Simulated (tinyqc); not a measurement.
Thickness from the minima: X-ray reflectivity of a thin film on silicon: critical angles, Parratt recursion, fringes and roughness. Computed by tinyqc, a small Python program. Command: `OMP_NUM_THREADS=1 python tinyqc.py 3120210 3120211 out.jsonl xrr walk`. One thread of a shared host (Intel(R) Xeon(R) Processor @ 2.30GHz), about 0.01 s of CPU time with the checks.

n = 1 - delta + i beta; the classical electron radius is r_e = 2.8179403e-6 nm. Layer 0 is vacuum, 1 the film, 2 the substrate.

Inputs (values chosen for the exercise, modelled on a porous low-k film on silicon, copper K-alpha radiation):
```
quantity                                        value     unit
wavelength lambda                             0.15406       nm
film density rho                                 1.29   g/cm^3
effective electrons per unit mass, film         0.517    mol/g
beta/delta, film                               0.0091        -
film thickness d                                 30.5       nm
roughness of the surface sigma_1                 0.76       nm
roughness of the interface sigma_2               0.72       nm
substrate density                                2.33   g/cm^3
effective electrons per unit mass, substrate    0.507    mol/g
beta/delta, substrate                           0.023        -
grazing angle theta                              1.66  degrees
```

Constants: N_A = 6.02214076e+23 1/mol.

Method:
- delta = r_e lambda^2 rho_e/(2 pi), rho_e = density x electrons per mass x N_A; critical angle sqrt(2 delta), q_c = 4 sqrt(pi r_e rho_e).
- k_j = (2 pi/lambda) sqrt(sin^2 theta - 2 delta_j + 2 i beta_j); r_ij = (k_i - k_j)/(k_i + k_j) x exp(-2 k_i k_j sigma^2) (Nevot-Croce); r = (r_01 + r_12 p)/(1 + r_01 r_12 p), p = exp(2 i k_1 d); R = |r|^2.
- Far above the critical angle the period is d theta = lambda/(2 d), or 2 pi/d in q; the envelope runs between (|r_01| - |r_12 p|)^2 and (|r_01| + |r_12 p|)^2; contrast = 2 a b/(a^2 + b^2) with a = |r_01|, b = |r_12 p|; roughness factors on the amplitudes are about exp(-q^2 sigma^2/2).
- Minima of R theta^4 are located on 6001 points over 7.5 periods, from 1.15 times the larger critical angle. With refraction, sin^2(theta_m) = 2 delta + m^2 (lambda/(2 d))^2, m integer or half-integer; the first six minima are used, and the first order is the one that minimises the largest residual of the least-squares line plus the distance of its intercept from 2 delta. Without refraction, d = lambda/(2 x mean step of sin theta).

Constants:
```
layer      rho_e (1/nm^3)        delta         beta  critical angle (degrees)  q_c (1/nm)
film              401.635  4.27526e-06  3.89049e-08                  0.167540    0.238515
substrate         711.402  7.57263e-06  1.74170e-07                  0.222977    0.317437
```

period in theta = 0.144705 degrees

Minima:
```
order m  theta (degrees)  sin^2 theta
1.5              0.27578   2.3167e-05
2.5              0.39950   4.8616e-05
3.5              0.53426   8.6945e-05
4.5              0.67317   1.3803e-04
5.5              0.81408   2.0186e-04
6.5              0.95625   2.7852e-04
```

d with refraction = 30.485 nm

d without refraction = 32.432 nm

What does the comparison show, and why?

Against d = 30.5 nm the errors are -0.05 % with and +6.33 % without refraction. The orders are half-integers, as r_01 and r_12 have the same sign for a film less dense than the substrate.

Extremes, crossings and ranges named in words are read from the listed rows.
